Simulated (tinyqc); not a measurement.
Activation field and prefactor from two times.

Problem. Merz's law: tau = t0 exp(Ea d/V). Find Ea and t0.

Parameters, values chosen for the exercise:
```
symbol  value  unit         meaning
d           5    nm  film thickness
```

tau at V = 0.61 and 0.85 V (ns): 16.177389  4.7445629

Answer. ln(tau) is linear in 1/V with slope Ea d.

Ea = 5300 kV/cm
t0 = 0.2100 ns

Numbers from tinyqc (`OMP_NUM_THREADS=1 python tinyqc.py 2860068 2860069 out.jsonl`; about 0.01 s on one thread of a shared Intel Xeon 2.30GHz).
